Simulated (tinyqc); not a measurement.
Inside a calculation. Model: capacitance measurement on a leaky thin oxide: effects of series resistance and leakage.

Numbers from tinyqc (`OMP_NUM_THREADS=1 python tinyqc.py 2022040 2022041 out.jsonl`; about 0.01 s on one thread of a shared Intel Xeon 2.30GHz). Printed values are rounded.

The device is a capacitance C in parallel with a leakage conductance G, in series with Rs and Ls. An impedance meter reports either a parallel pair (Cp, Gp) from Y = 1/Z = Gp + i w Cp or a series pair (Cs, Rm) from Z = Rm + 1/(i w Cs); w = 2 pi f, dissipation D = Gp/(w |Cp|).

Parameters, values chosen for the exercise; values of the order met in thin-oxide MOS capacitors:
```
symbol  value    unit                                                                 meaning
eox       9.2          relative permittivity of the gate insulator (close to aluminium oxide)
tox       5.9      nm                                                     insulator thickness
A       10000    um^2                                                               gate area
zc       0.52      nm              oxide-equivalent thickness added by the accumulation layer
zp       0.18      nm                      oxide-equivalent thickness added by gate depletion
Jg        3.8  A/cm^2              gate leakage current density, not matched to the thickness
Vs       0.27       V                               voltage for an e-fold rise of the leakage
Rs         94     ohm                                                       series resistance
Ls          0      nH                                                       series inductance
f         1e6      Hz                                                     measuring frequency
```

Constants: eps0 = 8.8541878128e-14 F/cm where lengths are in cm. Results are converted to the units shown.

## True capacitance and conductance

EOT = 3.9 tox/eox; CET = EOT + zc + zp; C = 3.9 eps0 A/CET; G = Jg A/Vs.

EOT = 2.50109 nm
CET = 3.20109 nm
C = 107.874 pF
G = 1407.41 uS

## What the meter reports

Z = Rs + i w Ls + 1/(G + i w C).

Z = 670.760-277.761i ohm
Cp = 83.8731 pF
Gp = 1272.62 uS
Cs = 572.993 pF
D = 2.41488

Cp is 22 % below C and Cs is 5.31 times it; G Rs = 0.132, w C Rs = 0.0637 and G/(w C) = 2.08.
